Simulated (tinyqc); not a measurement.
Solubility, supersaturation, precipitation and gettering of an impurity in a silicon-like host: one step, computed by the program tinyqc. Command: `OMP_NUM_THREADS=1 python tinyqc.py 3005866 3005867 out.jsonl ripen walk`. One thread of a shared host (Intel(R) Xeon(R) Processor @ 2.30GHz), about 0.01 s of CPU time with the checks.

The wafer was saturated at T1 and is then held at T.

Task: Solubility, diffusivity, supersaturation. C_eq(T) = N0 exp(S/k_B - H/(k_B T)); D(T) = D0 exp(-Q/(k_B T)); C0 = C_eq(T1). Supersaturation s = C0/C_eq(T); critical radius r* = 2 gamma/(C_p k_B T ln s); barrier W* = (4 pi/3) gamma r*^2. Strain energy is left out.

Inputs (values chosen for the exercise, modelled on gold in silicon):

| quantity | value | unit |
|---|---|---|
| site density N0 | 5e+22 | 1/cm^3 |
| enthalpy of solution H | 1.92 | eV |
| entropy of solution S | 2.7 | k_B |
| diffusion prefactor D0 | 0.00027 | cm^2/s |
| migration energy Q | 1.13 | eV |
| temperature of saturation T1 | 1300 | K |
| anneal temperature T | 1095 | K |
| impurity density in the precipitate C_p | 4.2e+22 | 1/cm^3 |
| interface energy gamma | 0.41 | J/m^2 |

Constants: k_B = 8.617333262e-05 eV/K; k_B = 1.380649e-23 J/K.

Give: C0; C_eq(T); D(T); supersaturation s; critical radius r*; W*/(k_B T).

Result:

C0 = 2.6804e+16 1/cm^3

C_eq(T) = 1.0832e+15 1/cm^3

D(T) = 1.7002e-09 cm^2/s

supersaturation s = 24.746

critical radius r* = 0.40248 nm

W*/(k_B T) = 18.402

Caution: the barrier to homogeneous nucleation is below 35 k_B T for these inputs, so new precipitates would form and outnumber the fixed sinks assumed here.
